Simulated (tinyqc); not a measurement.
Temperatures in a stack of 2 dies with leakage feedback: one step of the calculation.

One-dimensional heat flow to a sink below die 0. The power of each die is released in a plane at its top; from the plane of die j > 0 heat crosses its silicon (ts), a bond layer and the wiring of die j - 1; from die 0 it crosses t0, paste and sink. Copper shares the path through bond and wiring in parallel: k_eff = fm km + (1 - fm) k. Silicon is taken at the temperature of the plane above it. Leakage is P_l exp((T - 350 K)/Tl).

Problem. Resistances per area at 300 K. R = thickness/conductivity for each layer.

Inputs (values chosen for the exercise); conductivities of the order met in silicon, wiring layers, bonds and pastes:
- k0 = 145 W/(m K) (conductivity of silicon at 300 K)
- ts = 30 um (thickness of a thinned die)
- t0 = 300 um (thickness of the die next to the sink)
- tb = 14 um (thickness of the wiring layers)
- kb = 3 W/(m K) (conductivity of the wiring layers)
- tg = 10 um (thickness of a bond layer)
- kg = 0.8 W/(m K) (conductivity of the bond dielectric)
- fm = 0.1 (area share of copper through bond and wiring)
- km = 390 W/(m K) (conductivity of copper)
- Rt = 0.18 K cm^2/W (paste and lid)
- Rs = 0.21 K cm^2/W (heat sink)

Wanted: thick die; thinned die; k_eff of the bond; k_eff of the wiring; bond plus wiring; paste plus sink.

Solution.

thick die = 0.020690 K cm^2/W
thinned die = 0.0020690 K cm^2/W
k_eff of the bond = 39.720 W/(m K)
k_eff of the wiring = 41.700 W/(m K)
bond plus wiring = 0.0058749 K cm^2/W
paste plus sink = 0.39000 K cm^2/W

tinyqc, about 0.05 s, one thread, Intel Xeon 2.30GHz (shared host): `OMP_NUM_THREADS=1 python tinyqc.py 2162161 2162162 out.jsonl`
